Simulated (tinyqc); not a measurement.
Inside a calculation. Method: plane-wave Kohn-Sham cycle with exchange-only LDA in a layered model solid. Computed by tinyqc, a small Python program that keeps every step. Settings: points = 16, plane-wave index or count = 3, electrons = 4, k points = 4, area = 17.0, mixing = 0.3, iteration cap = 68, Kerker q0 = 1.02. Command: `OMP_NUM_THREADS=1 python tinyqc.py 20231 20232 out.jsonl` (the two numbers bound the seeds that draw the settings). One thread of a shared host (Intel(R) Xeon(R) Processor @ 2.60GHz), about 0.06 s of CPU time with the checks.

A solid whose potential varies along x alone (atomic units):

| parameter | value |
|---|---|
| period a | 11.000000 |
| cross-section of the cell | 17.000000 |
| electrons per cell | 4 |
| grid points | 16 |
| plane waves -n..n, n | 3 |
| k points | 4 |
| V1 in V1 cos(2 pi x/a) | -0.620000 |
| V2 in V2 cos(4 pi x/a) | -0.240000 |

Stop when sqrt(dV sum R^2) is below 1e-8, dV = a A/N.

Course of the cycle:

| iteration | E (hartree) | norm of the residual |
|---|---|---|
| 1 | -1.76348029 | 3.02e-01 |
| 2 | -1.56601984 | 2.67e-01 |
| 3 | -1.40799350 | 2.34e-01 |
| 4 | -1.28561419 | 2.01e-01 |
| 5 | -1.19601408 | 1.66e-01 |
| 6 | -1.13655863 | 1.28e-01 |
| 7 | -1.10306091 | 9.15e-02 |
| 8 | -1.08781404 | 6.60e-02 |
| 9 | -1.08140613 | 5.24e-02 |
| 10 | -1.07823055 | 4.34e-02 |
| 11 | -1.07637024 | 3.59e-02 |
| ... | ... | ... |
| 58 | -1.07297711 | 2.12e-06 |
| 59 | -1.07297711 | 1.73e-06 |
| 60 | -1.07297711 | 1.41e-06 |
| 61 | -1.07297711 | 1.15e-06 |
| 62 | -1.07297711 | 9.34e-07 |
| 63 | -1.07297711 | 7.61e-07 |
| 64 | -1.07297711 | 6.20e-07 |
| 65 | -1.07297711 | 5.05e-07 |
| 66 | -1.07297711 | 4.12e-07 |
| 67 | -1.07297711 | 3.35e-07 |
| 68 | -1.07297711 | 2.73e-07 |

Can the last value be used, and what does the course show?

Not by the stop rule, although the second column moves by less than 1e-07 over the last three steps. Not converged within 68 iterations: the residual falls steadily but slowly, by a factor of about 0.81 a step. Reruns (cap 100 unless said): mixing 0.1: not converged; mixing 0.5, Kerker q0 1.0: converged in 47 (E = -1.07298); mixing 0.3, Pulay depth 5: converged in 20 (E = -1.07298); the original settings with a cap of 400: converged in 85 (E = -1.07298).
